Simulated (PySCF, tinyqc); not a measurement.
CCSD on RHF in the sto-3g basis, for BeH+, spin multiplicity 1, step by step. The lowest restricted solution is unstable here: a spin-polarised one lies 0.0161 hartree lower (PySCF). Computed by tinyqc, a small Python program that keeps every step (integrals from PySCF). Settings: charge = 1, multiplicity = 1, basis = sto-3g, method = RHF, energy threshold = 1e-10, iteration cap = 86, orthogonalisation = canonical, start = Wolfsberg-Helmholz matrix, DIIS depth = 6, amplitude equations = CCSD, DIIS depth for amplitudes = 0, cap on updates = 50. Command: `OMP_NUM_THREADS=1 python tinyqc.py 31446 31447 out.jsonl` (the two numbers bound the seeds that draw the settings). One thread of a shared host (Intel(R) Xeon(R) Processor @ 2.60GHz), about 0.1 s of CPU time with the checks.

Geometry (angstrom):
```
atom         x         y         z
Be    0.000000  0.000000  0.000000
H     0.000000  0.000000  1.941000
```

E_corr = 1/4 sum <ij||ab> t_ij^ab + 1/2 sum <ij||ab> t_i^a t_j^b; stop when the norm of the change is below 1e-8.

Course of the amplitude iterations:
```
update  correlation energy (hartree)  norm of the change
0                        -0.02759395                   -
1                        -0.03801111            1.34e-01
2                        -0.04241101            6.80e-02
3                        -0.04449396            4.05e-02
4                        -0.04558556            2.63e-02
5                        -0.04620495            1.79e-02
6                        -0.04657827            1.26e-02
7                        -0.04681377            9.00e-03
8                        -0.04696763            6.53e-03
9                        -0.04707095            4.77e-03
10                       -0.04714186            3.50e-03
11                       -0.04719137            2.57e-03
12                       -0.04722641            1.90e-03
13                       -0.04725147            1.40e-03
...                              ...                 ...
37                       -0.04731858            9.67e-07
38                       -0.04731859            7.14e-07
39                       -0.04731860            5.27e-07
40                       -0.04731861            3.90e-07
41                       -0.04731861            2.88e-07
42                       -0.04731861            2.12e-07
43                       -0.04731862            1.57e-07
44                       -0.04731862            1.16e-07
45                       -0.04731862            8.56e-08
46                       -0.04731862            6.32e-08
47                       -0.04731862            4.67e-08
48                       -0.04731862            3.45e-08
49                       -0.04731862            2.55e-08
50                       -0.04731862            1.88e-08
```

Can the last value be used, and what does the course show?

Not by the stop rule, although the second column moves by less than 1e-07 over the last three steps. Not converged within 50 updates: the residual falls steadily but slowly, by a factor of about 0.74 a step.
